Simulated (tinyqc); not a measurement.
# Changing the binding energy E_b (positive for attraction)

Model: five-frequency model of solute diffusion by vacancies in an fcc metal. Computed by tinyqc, a small Python program. Command: `OMP_NUM_THREADS=1 python tinyqc.py 3012794 3012795 out.jsonl fivefreq sweep`. One thread of a shared host (Intel(R) Xeon(R) Processor @ 2.30GHz), about 0.01 s of CPU time with the checks.

A vacancy next to the solute exchanges with it (w2), jumps to one of 4 sites that also neighbour the solute (w1) or to one of 7 that do not (w3); w4 is the reverse of w3 and w0 the host jump.

Inputs (values chosen for the exercise, for a model solute in a host close to silver): barrier E0 (host jump) = 0.635 eV; barrier E1 (vacancy circles the solute) = 0.581 eV; barrier E2 (exchange) = 0.614 eV; barrier E3 (dissociation) = 0.836 eV; vacancy formation energy E_f = 1.09 eV; formation entropy S_f = 2 k_B; attempt frequency nu = 3.4 THz; lattice constant a = 4.09 angstrom; temperature T = 615 K.

Constants: k_B = 8.617333262e-05 eV/K.

Method:
- w_i = nu exp(-E_i/(k_B T)); detailed balance gives E4 = E3 - E_b.
- Manning: with y = w4/w0, 7F = 7 - (10 y^4 + 180.5 y^3 + 927 y^2 + 1341 y)/(2 y^4 + 40.2 y^3 + 254 y^2 + 597 y + 436); f2 = (2 w1 + 7F w3)/(2 w2 + 2 w1 + 7F w3).
- The mean cosine between successive solute jumps follows from f2 = (1 + c)/(1 - c).
- c_v = exp(S_f - E_f/(k_B T)); host D0 = a^2 c_v w0 x 0.7815; solute D2 = a^2 c_v exp(E_b/(k_B T)) w2 f2; 1 angstrom^2 = 1e-16 cm^2.

One run for each value:
```
binding energy E_b (positive for attraction) (eV)  ratio D2/D0     7F  correlation factor f2  y = w4/w0
-0.150                                               7.373e-02  6.996                 0.6572  1.329e-03
-0.012                                               9.965e-01  6.945                 0.6571  1.797e-02
0.056                                                3.595e+00  6.809                 0.6570  6.483e-02
0.130                                                1.451e+01  6.315                 0.6566  2.619e-01
0.190                                                4.497e+01  5.378                 0.6557  8.126e-01
0.260                                                1.681e+02  3.850                 0.6544  3.044e+00
0.330                                                6.289e+02  2.717                 0.6533  1.141e+01
0.400                                                2.354e+03  2.223                 0.6529  4.273e+01
```

Give the missing row, binding energy E_b (positive for attraction) (eV) = -0.081.

Computed row:
```
binding energy E_b (positive for attraction) (eV)  ratio D2/D0     7F  correlation factor f2  y = w4/w0
-0.081                                               2.711e-01  6.985                 0.6572  4.887e-03
```

Interpolating between the two neighbouring rows (linearly) misses most in y = w4/w0, by 97 %. Over the rows, ratio D2/D0 rises from 0.0737 to 2350; 7F falls from 7.00 to 2.22; correlation factor f2 falls from 0.6572 to 0.6529. At fixed E3 stronger binding raises w4, so an escaped vacancy returns more often: 7F falls from 7 towards 2.
